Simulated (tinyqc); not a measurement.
Lattice vibrations of a chain, step by step. One step of it, computed by the program tinyqc.

Question. Frequencies. omega^2 are the eigenvalues; wavenumber = 521.4708 sqrt(eigenvalue) 1/cm.

D(q) (eV/(angstrom^2 u)), lower triangle (Hermitian):
```
                     1                    2         3
1             0.634615
2  -0.242941-0.006317i             0.446083
3  -0.086028-0.306705i  -0.258702-0.005978i  0.600459
```

Give: eigenvalues; wavenumbers; weights |e|^2 of the mass-weighted modes.

Answer.

eigenvalues: 0.0554  0.5976  1.0282

wavenumbers (1/cm): 122.8  403.1  528.8

weights |e|^2 of the mass-weighted modes:
```
        mode 1  mode 2  mode 3
atom 1  0.2768  0.2887  0.4345
atom 2  0.4062  0.4342  0.1596
atom 3  0.3171  0.2770  0.4059
```
